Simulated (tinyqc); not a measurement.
# Effective-mass impurity with a central-cell term, in a basis of Slater functions, step by step

A worked calculation. Computed by tinyqc, a small Python program that keeps every step. Command: `OMP_NUM_THREADS=1 python tinyqc.py 3015525 3015526 out.jsonl centralcell walk`. One thread of a shared host (Intel(R) Xeon(R) Processor @ 2.30GHz), about 0.01 s of CPU time with the checks. Intermediate numbers are printed to about 5 digits and carried at full precision; extremes and crossings named in words are read from the listed rows.

The envelope obeys H = -nabla^2 - (2/r) [Z + A exp(-kappa r)] in effective units, with kappa = a*/lambda; positive A deepens the well near the core.

Inputs (values chosen for the exercise, for a model semiconductor):
```
quantity,value,unit
effective mass m,0.395,m_0
dielectric constant eps,10.6,-
charge Z of the core,1,-
central-cell strength A,3.4,-
central-cell range lambda,0.87,angstrom
basis size n,2,-
smallest exponent zeta_1,0.38,1/a*
ratio beta of exponents,3.1,-
```

Impurity: donor, one isotropic band.

Constants: Ry = 13.605693123 eV; a_0 = 0.529177210903 angstrom.

## Effective units

Units: Ry* = Ry m/eps^2 and a* = a_0 eps/m, with m in m_0. kappa = a*/lambda; the hydrogenic ground state is bound by Z^2 Ry*.

Ry* = 47.831 meV

a* = 14.201 angstrom

kappa = 16.323 1/a*

hydrogenic binding energy = 47.831 meV

## Matrices over the s basis

zeta_i = zeta_1 beta^(i-1), i = 1..n. For s functions exp(-zeta r), with s = zeta_i + zeta_j: S = 2/s^3, T = zeta_i zeta_j S, V = -2 Z/s^2, W = -2 A/(s + kappa)^2; each function is normalised by dividing by sqrt(S_ii S_jj).

exponents (1/a*): [0.38, 1.178]

overlap S:
```
,1,2
1,1.0000,0.6336
2,0.6336,1.0000
```

kinetic T (Ry*):
```
,1,2
1,0.1444,0.28360
2,0.28360,1.387684
```

Coulomb V (Ry*):
```
,1,2
1,-0.76,-0.98707
2,-0.98707,-2.356
```

central cell W (Ry*):
```
,1,2
1,-0.0051146,-0.025480
2,-0.025480,-0.12744
```

## Generalised eigenproblem

(T + V + W) c = E S c with c^T S c = 1 and the largest component positive.

two lowest levels (Ry*): [-1.0981, -0.2264]

coefficients of the lowest state: [0.06664, 0.95645]

<T> = 1.3062 Ry*

<W> = -0.11985 Ry*

## Converged levels

Large basis: zeta_i = 0.06 x 1.6^(i-1), i = 1..22, same formulas; for p functions r exp(-zeta r): S = 24/s^5, T = zeta_i zeta_j S (centrifugal term included), V = -12 Z/s^4, W = -12 A/(s + kappa)^4; overlap eigenvalues below 1e-11 are dropped. Binding energies are -E Ry*; the effective quantum number is nu = Z/sqrt(-E); |psi(0)|^2 is given relative to the hydrogenic Z^3/(pi a*^3).

1s binding energy = 53.473 meV

2s binding energy = 12.626 meV

2p binding energy = 11.958 meV

effective quantum number of 1s = 0.94577

relative |psi(0)|^2 = 3.1992

The central cell moves 1s by +5.643 meV, 2s by +0.668 meV and 2p by a negligible amount: p states vanish at the core, so the 2p level gives the hydrogenic scale and 1s the chemical shift. The small basis lies 0.95 meV above the converged 1s level.

## Chemical shift by three methods

First order: shift = 8 A Z^3/(2 Z + kappa)^2 Ry*. One exponent: minimise zeta^2 - 2 Z zeta - 8 A zeta^3/(2 zeta + kappa)^2 by golden section on 0.2 to 6 Z. All shifts are the binding beyond Z^2 Ry*.

Shift of the 1s binding energy (meV):
```
A,first order,one exponent,large basis
-3.40,-3.8752,-3.3646,-2.9597
-1.70,-1.9376,-1.7990,-1.6770
0.34,0.3875,0.3937,0.4000
0.85,0.9688,1.0087,1.0510
1.70,1.9376,2.1059,2.2972
3.40,3.8752,4.6324,5.6427
4.25,4.8440,6.1080,7.9557
```

The three columns are ordered, first order <= one exponent <= large basis, since each is a variational bound with more freedom. At the largest attractive A first order gives 61 % and one exponent 77 % of the shift; at the most repulsive A the true shift is -2.960 meV against -3.875. Attraction pulls the envelope in and feeds itself, repulsion pushes it out and saturates.

## Convergence with the basis

The error is the lowest level above the large-basis value.

Error of the 1s level:
```
n,error (meV),largest exponent (1/a*)
1,23.784,3.8000e-01
2,0.952,1.1780e+00
3,0.553,3.6518e+00
4,0.086,1.1321e+01
5,0.086,3.5094e+01
6,0.086,1.0879e+02
7,0.085,3.3725e+02
8,0.085,1.0455e+03
```

The error falls from 23.8 to 0.0855 meV. The last function changes it by less than 5 %: it has levelled off, and what remains is set by beta and zeta_1, not by the range of exponents.

Checks made by the program: the large basis at A = 0 against Z^2, Z^2/4 and Z^2/4 (relative difference 5e-06).
